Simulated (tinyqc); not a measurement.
Inside a calculation. Model: stress in a transistor channel from embedded alloy regions, liners and fins, by half-space elasticity. Computed by tinyqc, a small Python program that keeps every step. Command: `OMP_NUM_THREADS=1 python tinyqc.py 3002814 3002815 out.jsonl stressor walk`. One thread of a shared host (Intel(R) Xeon(R) Processor @ 2.30GHz), about 0.01 s of CPU time with the checks. Intermediate numbers are printed to about 6 digits and carried at full precision; extremes and crossings named in words are read from the listed rows.

Plane strain in an isotropic half-space, the same constants everywhere; x along the channel from its centre, y downwards from the free surface; stress is positive in tension.

Inputs (values chosen for the exercise, modelled on silicon):
```
quantity                                   value      unit
alloy fraction x                            0.15         -
lattice change per unit x, beta           0.0423         -
Young's modulus E                            165       GPa
Poisson ratio nu                            0.24         -
channel length L                              40        nm
length of each stressor S                    185        nm
recess depth d                                15        nm
depth of the field point y                   4.4        nm
liner stress                                -2.7       GPa
liner thickness t                             65        nm
length of a cut fin or stripe                140        nm
height of the strained layer h                22        nm
longitudinal piezoresistance coefficient    70.7  1e-11/Pa
vertical piezoresistance coefficient       -0.96  1e-11/Pa
```

Stressor: Si(1-x)Ge(x) source and drain.

## Misfit and the pressure on the side walls

Misfit e = beta x. A fully constrained inclusion holds the stress -p with p = E e/(1 - 2 nu); a blanket film would hold -E e/(1 - nu) in the plane.

misfit e = 0.006345

p = 2.01332 GPa

stress of a blanket film = -1.37753 GPa

## Stress at the centre of the channel

A line element dA of misfit at (a, c) in the half-space gives, with C = E e/(2 pi (1 - nu)), X = x - a, r1^2 = X^2 + (y - c)^2, r2^2 = X^2 + Y^2, Y = y + c: s_xx = -C dA {[X^2 - (y - c)^2]/r1^4 + 3 [X^2 - Y^2]/r2^4 + 4 y Y (Y^2 - 3 X^2)/r2^6}, s_yy = C dA {[X^2 - (y - c)^2]/r1^4 - [X^2 - Y^2]/r2^4 + 4 y Y (Y^2 - 3 X^2)/r2^6}. These are integrated over two rectangles, L/2 < |a| < L/2 + S, 0 < c < d (closed form in a, 200 Gauss-Legendre points in c).

s_xx = -824.497 MPa

s_yy = -18.6649 MPa

s_xx over the blanket-film stress = 0.598532

The channel is compressed along its length; s_yy is 0.023 of s_xx in size and vanishes at the surface.

## Closed form at the surface

At x = y = 0 the integral is s_xx = -(4/pi) [E e/(1 - nu)] [arctan(2 d/L) - arctan(d/(L/2 + S))].

s_xx at the surface = -1000.55 MPa

For fixed L and S it is largest at d = sqrt((L/2)(L/2 + S)) = 64.0 nm; d is short of that.

## A stressed liner, as two edge forces

The liner over source and drain ends at the gate, x = -/+ L/2, and pulls there with the force per width F = (liner stress) t along the surface. A tangential line force gives s_xx = (2 F/pi) X^3/(X^2 + y^2)^2 at the distance X; two of them add at the centre, X = L/2. For L > 3.5 y the concentrated force is an upper bound.

edge force F = -175.5 N/m

s_xx from the liner = -10164.9 MPa

Caution: the real force is spread over several liner thicknesses, so for a channel this short the concentrated force clearly overstates the stress.

## Mobility change, linear estimate

d mu/mu = -(pi_L s_xx + pi_z s_yy) for the embedded regions alone; the stress across the width is left out.

mobility change = 58.2740 %

The vertical stress supplies -0.018 of these points. Caution: beyond a few hundred MPa bulk piezoresistance coefficients no longer describe an inversion layer well.

## Relaxation at the ends of a cut stripe

Shear-lag estimate for a stripe of length l and height h on a like substrate: the stress along it is s(x)/s_film = 1 - cosh(x/lam)/cosh(l/(2 lam)), lam = (pi/2) g h with g = 1.258; mean = 1 - (2 lam/l) tanh(l/(2 lam)).

transfer length lam = 43.4734 nm

share kept at the centre = 0.615649

share kept on average = 0.426657

The ends reach the centre.

## Along the channel and with depth

The formulas are those given above.

Stress (MPa):
```
2x/L  s_xx at y  s_yy at y  s_xx at d/2  s_xx at 1.5 d
0.0    -824.497    -18.665     -682.532       -183.078
0.2    -828.677    -17.967     -680.576       -180.505
0.4    -836.949    -13.218     -674.051       -172.209
0.6    -833.313      9.923     -666.783       -154.532
0.8    -795.573    128.668     -695.915       -116.486
```

Near the surface s_xx changes by -4 % from the centre to 2x/L = 0.8. At the centre, s_xx at half the recess depth is 0.83 of its value at y, and below the recess 0.22. An element acts with the sign of X^2 - (y - c)^2, so its direct term reverses where the offset in depth exceeds the lateral distance, and the image terms that amplify the stress near the surface fade with depth.

## Shrinking the pitch

L and S are scaled together at fixed d, then S alone, then L alone.

S_xx at the centre (MPa):
```
scale  L and S scaled   S alone   L alone
0.35         -865.381  -649.345  -1083.53
0.50         -939.199  -721.683  -1057.31
0.70         -922.903  -777.707   -973.05
1.00         -824.497  -824.497   -824.50
1.40         -686.199  -858.208   -654.64
2.00         -530.215  -884.909   -477.80
3.00         -375.348  -906.558   -311.04
```

Halving S alone keeps 0.88 of the stress, halving L alone gives 1.28, and halving both 1.14: a shorter channel brings the walls closer, a shorter stressor brings its far wall, which pulls the other way, closer too. Neighbouring devices are left out.

Checks made by the program: surface stress against its closed form; zero normal stress at the surface (relative difference below 1e-10).
